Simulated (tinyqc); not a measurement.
Inside a calculation. Method: FCI on RHF in the sto-3g basis, for H3+, spin multiplicity 1. One step of it, computed by the program tinyqc.

Question. FCI: determinants and Hamiltonian. Slater-Condon rules over spin orbitals, with the nuclear repulsion added and E(HF) subtracted on the diagonal.

one-electron integrals over orbitals h = C^T H C (hartree):
```
           1          2          3
1  -1.704193   0.000000  -0.103241
2   0.000000  -1.224805   0.000000
3  -0.103241   0.000000  -0.623558
```

Two-electron integrals over orbitals (pq|rs), unique and non-zero (hartree):
```
(11|11) 0.611327    (21|21) 0.145711    (22|11) 0.524606    (22|22) 0.565449
(31|11) 0.103241    (31|22) -0.022731   (31|31) 0.130262    (32|21) -0.135940
(32|32) 0.154916    (33|11) 0.617389    (33|22) 0.557338    (33|31) 0.090762
(33|33) 0.665903
```

nuclear repulsion = 1.59198920 hartree

Hartree-Fock energy = -1.20507099 hartree

Give: determinants; H - E(HF) between determinants.

Answer.

Occupation strings over the orbitals (2 doubly, a alpha, b beta, 0 empty; spin orbitals ordered 1a 1b 2a 2b ...): 200 ab0 a0b ba0 b0a 020 0ab 0ba 002

H - E(HF) between determinants (hartree):
```
       200     ab0     a0b     ba0     b0a     020     0ab     0ba
200  0.000   0.000   0.000   0.000   0.000   0.146   0.000   0.000
ab0  0.000   0.393   0.000  -0.146   0.000   0.000  -0.136   0.126
a0b  0.000   0.000   1.087   0.000  -0.130  -0.136   0.000   0.000
ba0  0.000  -0.146   0.000   0.393   0.000   0.000   0.126  -0.136
b0a  0.000   0.000  -0.130   0.000   1.087   0.136   0.000   0.000
020  0.146   0.000  -0.136   0.000   0.136   0.913   0.000   0.000
0ab  0.000  -0.136   0.000   0.126   0.000   0.000   1.506  -0.155
0ba  0.000   0.126   0.000  -0.136   0.000   0.000  -0.155   1.506
002  0.130   0.000  -0.012   0.000   0.012   0.155   0.000   0.000

        002
200   0.130
ab0   0.000
a0b  -0.012
ba0   0.000
b0a   0.012
020   0.155
0ab   0.000
0ba   0.000
002   2.216
```
